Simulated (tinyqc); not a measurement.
Polytypes by hexagonality, and a cubic inclusion as a quantum well: sweeps and comparisons. A value that a table varies takes the place of the one given here.

Gap: E3 + (E2 - E3) h. Valence top Ev2 h and polarisation P2 h, both counted from 3C; Ec = Ev + gap.

A cubic inclusion of width L = N d in the host (h = 1) is a well of depth V = Ec(host) - Ec(3C). Square well with mass mismatch: k tan(k L/2) = (m_w/m_b) q, k = sqrt(m_w E/c), q = sqrt(m_b (V - E)/c), c = hbar^2/2m0, lowest root. The depth of the level, V - E, is its binding, and the transition to the valence top of the host is gap(host) - (V - E). The step in polarisation gives a field |F| = |P|/(eps eps0) in a thin inclusion, eps0 = 8.8541878e-12 F/m.

Constants: hbar^2/2m0 = 3.80998211 eV angstrom^2.

Inputs chosen for the exercise (of the order of those of InP; the results hold for these values, not for the real material): E3 = 1.413 eV (gap of the cubic polytype); E2 = 1.477 eV (gap of 2H); Ev2 = 0.046 eV (valence top of 2H above that of 3C); P2 = -0.0017 C/m^2 (spontaneous polarisation of 2H); m = (0.076, 0.081) m0 (electron mass along c in the cubic layer and in the host); d = 3.382 angstrom (thickness of a double layer); eps = 12.7 (dielectric constant); N = 6 (double layers in the cubic inclusion).

## Width of the inclusion

Without the field: square well. With it, the potential inside is |F| (z - L/2), the host conduction edge lies at V - |F| L/2 on one side and V + |F| L/2 on the other, and the lowest level E_F is found by finite differences (step 0.25 angstrom, wide box, good to about 1 meV). Holes sit in the host on the high side, so the transition is gap(host) - V + E_F - |F| L/2. A dash: bound by less than 2 meV or not at all.

Results:
```
N   L (angstrom)  depth (eV)  transition (eV)  depth below the low side, with field (eV)  transition with field (eV)
2           6.76       0.003            1.474                                          -                           -
4          13.53       0.010            1.467                                      0.003                       1.454
6          20.29       0.020            1.457                                      0.008                       1.439
10         33.82       0.040            1.437                                      0.019                       1.407
15         50.73       0.059            1.418                                      0.027                       1.373
20         67.64       0.072            1.405                                      0.032                       1.343
30        101.46       0.087            1.390                                      0.034                       1.290
```

The square well binds a level even at N = 2 (3 meV), as any symmetric one-dimensional well does; the depth grows to 87 of 110 meV, and the transition tends to E3 - Ev(host) = 1.367 eV. With the field the level is bound by 2 meV or more for N = 4, 6, 10, 15, 20 and 30, and the transition is lowered by 13 meV at N = 4 and 100 meV at N = 30, where |F| L/2 = 77 meV. Free carriers or surface charge screen the field and the step between the two sides; with the field removed every row returns to its square-well depth, and the attraction to the hole, left out here, binds the electron further.

## What each parameter does

Well depth, depth of the level, transition without the field and field. Each row changes one parameter from the base and keeps the others.

Results:
```
case                   V (eV)  depth (eV)  transition (eV)  |F| (MV/cm)
base                   0.1100      0.0201           1.4569        0.151
N = 7                  0.1100      0.0253           1.4517        0.151
Ev2 = 0.076 eV         0.1400      0.0307           1.4463        0.151
E3 = 1.393 eV          0.1300      0.0270           1.4500        0.151
E2 = 1.507 eV          0.1400      0.0307           1.4763        0.151
P2 = -0.0022 C/m^2     0.1100      0.0201           1.4569        0.196
eps = 13.7             0.1100      0.0201           1.4569        0.140
m = (0.091, 0.081) m0  0.1100      0.0205           1.4565        0.151
```

The largest shifts from the base row, up to three for each result and ties (the steps differ in size, so this ranks the rows, not the parameters). V (eV): Ev2 +0.0300, E2 +0.0300, E3 +0.0200; unchanged at the printed digits by N, P2, eps and m. depth (eV): Ev2 +0.0105, E2 +0.0105, E3 +0.0068; unchanged at the printed digits by P2 and eps. transition (eV): E2 +0.0195, Ev2 -0.0105, E3 -0.0068; unchanged at the printed digits by P2 and eps. |F| (MV/cm): P2 +0.044, eps -0.011; unchanged at the printed digits by N, Ev2, E3, E2 and m.

(tinyqc, `OMP_NUM_THREADS=1 python tinyqc.py 1880669 1880670 out.jsonl`, Intel(R) Xeon(R) Processor @ 2.30GHz, 1 thread, shared host, about 0.08 s.)
